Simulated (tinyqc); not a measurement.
Worked calculation: plane-wave Kohn-Sham cycle with exchange-only LDA in a layered model solid. One step of it, computed by the program tinyqc.

Problem. Iteration 2: levels at that k. Diagonalise the Hermitian matrix.

H (hartree), order -3, -2, -1, +0, +1, +2, +3:
$$\begin{pmatrix}
0.426767 & 0.230622 & 0.051829 & 0.009967 & 0.003087 & 0.000646 & -0.000108 \\
0.230622 & 0.066401 & 0.230622 & 0.051829 & 0.009967 & 0.003087 & 0.000646 \\
0.051829 & 0.230622 & -0.133801 & 0.230622 & 0.051829 & 0.009967 & 0.003087 \\
0.009967 & 0.051829 & 0.230622 & -0.173842 & 0.230622 & 0.051829 & 0.009967 \\
0.003087 & 0.009967 & 0.051829 & 0.230622 & -0.053720 & 0.230622 & 0.051829 \\
0.000646 & 0.003087 & 0.009967 & 0.051829 & 0.230622 & 0.226564 & 0.230622 \\
-0.000108 & 0.000646 & 0.003087 & 0.009967 & 0.051829 & 0.230622 & 0.667010
\end{pmatrix}$$

Give: eigenvalues.

Solution.

eigenvalues (hartree): [-0.4632, -0.2760, -0.0751, 0.1308, 0.3239, 0.5871, 0.7979]
